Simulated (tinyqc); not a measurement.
Comparisons within one model: finite square well with mass mismatch (envelope functions). A value that a table varies takes the place of the one given here.

A square well of width L and depth V0, mass mw inside and mb outside, energies from the bottom of the well, c = hbar^2/2m0. k = sqrt(mw E/c), kappa = sqrt(mb (V0 - E)/c). psi and psi'/m are continuous at the walls (BenDaniel-Duke), so level n solves k L + 2 atan[(k/mw)/(kappa/mb)] = n pi.

Non-parabolic bands: mw is replaced by mw (1 + alpha_w E) and mb by mb (1 - alpha_b (V0 - E)), in k, kappa and the matching condition alike.

Constants: hbar^2/2m0 = 3.80998211 eV angstrom^2.

Inputs chosen for the exercise (near those of a GaAs well in AlGaAs; not measured data):
- V0 = 0.186 eV (barrier height)
- mw = 0.065 m0 (mass in the well)
- mb = 0.0861 m0 (mass in the barrier)
- Ls = (28, 39, 55, 77, 107, 150, 210) angstrom (widths)
- L = 200 angstrom (well width)
- alpha_w = 0.61 1/eV (non-parabolicity in the well)
- alpha_b = 0.26 1/eV (non-parabolicity in the barrier)

## Width of the well

Levels against L, beside the infinite well E1(hard) = c (pi/L)^2/mw; Pb is the probability of level 1 in the barriers; a dash marks an unbound level.

Levels:
```
L (angstrom)  bound levels  E1 (eV)  E2 (eV)  E1(hard) (eV)     Pb
28                       1   0.1124        -         0.7379  0.399
39                       1   0.0866        -         0.3803  0.258
55                       1   0.0615        -         0.1912  0.149
77                       2   0.0412   0.1520         0.0976  0.080
107                      2   0.0263   0.1024         0.0505  0.040
150                      3   0.0158   0.0628         0.0257  0.018
210                      4   0.0092   0.0366         0.0131  0.008
```

The infinite well overestimates E1 by a factor 6.57 at 28 angstrom and 1.43 at 210 angstrom. The local exponent d ln E1/d ln L goes from -0.79 (first two rows) to -1.62 (last two), towards the -2 of hard walls, as Pb falls from 0.399 to 0.008. E2 - E1 is largest at 77 angstrom of the widths listed.

## Levels of description

The same well five ways. mb = mw: the barrier takes the mass of the well. psi' continuous: kappa holds mb but the condition drops the masses, k L + 2 atan(k/kappa) = n pi. The last column is measured against BenDaniel-Duke.

Levels (eV):
```
model                E1      E2      E3  E1 - E1(BDD) (meV)
infinite walls   0.0145  0.0579  0.1302                 4.5
mb = mw          0.0104  0.0412  0.0909                 0.4
BenDaniel-Duke   0.0100  0.0397  0.0883                 0.0
psi' continuous  0.0108  0.0427  0.0935                 0.9
non-parabolic    0.0100  0.0392  0.0855                 0.0
```

Hard walls put E1 4.5 meV too high. Ignoring the mass step moves it by +0.4 meV and the wrong matching by +0.9 meV: with mb/mw = 1.32, continuity of psi'/m lets the slope outside be 1.32 times the slope inside, which acts like a softer wall. Non-parabolicity shifts E1 by 0.0 meV, the balance of a heavier mass in the well, which lowers it, and a lighter mass deep in the barrier, which hardens the wall. Among the finite wells the largest departure in E1 is that of the model 'psi' continuous'.

## What each parameter does

Parabolic bands. Pb is the probability of level 1 in the barriers, (A^2/kappa)/(A^2/kappa + L/2 + sin(kL)/(2k)) with A = cos(kL/2). Each row changes one parameter from the base and keeps the others.

Results:
```
case              E1 (eV)  bound levels      Pb  V0 - E1 (eV)
base               0.0100             4  0.0092        0.1760
L = 220 angstrom   0.0085             4  0.0072        0.1775
V0 = 0.214 eV      0.0102             4  0.0077        0.2038
mw = 0.0715 m0     0.0093             4  0.0080        0.1767
mb = 0.1076 m0     0.0096             4  0.0095        0.1764
```

The largest shifts from the base row, up to three for each result and ties (the steps differ in size, so this ranks the rows, not the parameters). E1 (eV): L -0.0015, mw -0.0006, mb -0.0004. bound levels: unchanged at the printed digits by L, V0, mw and mb. Pb: L -0.0020, V0 -0.0015, mw -0.0012. V0 - E1 (eV): V0 +0.0278, L +0.0015, mw +0.0006.

Program tinyqc; command `OMP_NUM_THREADS=1 python tinyqc.py 1251954 1251955 out.jsonl`; about 0.01 s on one thread of a shared Intel(R) Xeon(R) Processor @ 2.30GHz.
